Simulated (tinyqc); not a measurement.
Frenkel-Kontorova chain: a misfit dislocation (kink) in a monolayer on a periodic substrate: one step, computed by the program tinyqc. Command: `OMP_NUM_THREADS=1 python tinyqc.py 3001023 3001024 out.jsonl fkchain walk`. One thread of a shared host (Intel(R) Xeon(R) Processor @ 2.30GHz), about 0.03 s of CPU time with the checks.

E = sum_j [(k/2)(x_(j+1) - x_j - b)^2 + (W/2)(1 - cos(2 pi x_j/a))], x_j = a (j + u_j). A kink takes u from 0 to 1: the chain is stretched by one period and has one atom fewer than wells.

Task: Start between two atoms. Discrete chain at f = 0, ends held at u = 0 and 1: E = (k a^2/2) sum (u_(j+1) - u_j)^2 + (W/2) sum (1 - cos 2 pi u_j), gradient g_j = k a^2 (2 u_j - u_(j-1) - u_(j+1)) + pi W sin(2 pi u_j), Hessian 2 k a^2 + 2 pi^2 W cos(2 pi u_j) on the diagonal and -k a^2 beside it. Free atoms j = -n..n-1 start from the continuum shape centred half-way, at j + 1/2.

Inputs (values chosen for the exercise, for a model overlayer):
```
quantity              value           unit
spring constant k      1.19  eV/angstrom^2
substrate period a     3.57       angstrom
corrugation W          1.36             eV
atoms on each side n      8              -
```

kink width l0 = 2.361333

Give: u at the start; E at the start; gradient.

Result:

u at the start: 0.00003  0.00011  0.00042  0.00160  0.00605  0.02287  0.08601  0.30234  0.69766  0.91399  0.97713  0.99395  0.99840  0.99958  0.99989  0.99997

E at the start = 3.9680 eV

gradient (eV): 0.0000  -0.0005  -0.0018  -0.0067  -0.0253  -0.0908  -0.1253  1.3290  -1.3290  0.1253  0.0908  0.0253  0.0067  0.0018  0.0005  0.0000

Caution: a corrugation above 1 eV is larger than real overlayers usually show; it is chosen to keep the kink narrow. Caution: for l0 below about 3 the kink spans few atoms, and the continuum kink energy is off by about 2 per cent or more.
